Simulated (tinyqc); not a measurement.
Grain growth, pinning, strength and diffusional creep of a polycrystal or thin film: one step, computed by the program tinyqc.

One mean grain size d describes the structure.

Problem. Mobility and the sizes at which growth stops. M = M0 exp(-Q_m/(k_B T)). The driving pressure is 2 gamma/d. Zener pinning pressure 3 f gamma/(2 r) stops growth at d_Z = 4 r/(3 f). Grooves where boundaries meet the surface have the angle theta = arcsin(gamma/(2 gamma_s)) and are taken to stop growth at d_h = h/(2 theta), a few film thicknesses; the limit is 1/d_lim = 1/d_Z + 1/d_h.

Inputs (values chosen for the exercise, modelled on copper):

| quantity | value | unit |
|---|---|---|
| boundary energy gamma | 0.62 | J/m^2 |
| mobility prefactor M0 | 0.0006 | m^4/(J s) |
| activation energy of boundary motion Q_m | 1.21 | eV |
| anneal temperature T | 520 | K |
| particle volume fraction f | 0.0066 | - |
| particle radius r | 4.5 | nm |
| film thickness h | 750 | nm |
| surface energy gamma_s | 1.8 | J/m^2 |

Sample: thin film on a substrate.

Constants: k_B = 8.617333262e-05 eV/K.

Give: mobility M; Zener size d_Z; groove angle theta; groove limit d_h; limit d_lim.

Solution.

mobility M = 1.125e-15 m^4/(J s)

Zener size d_Z = 909.1 nm

groove angle theta = 0.1731 rad

groove limit d_h = 2167 nm

limit d_lim = 640.4 nm

The particles set the tighter limit.
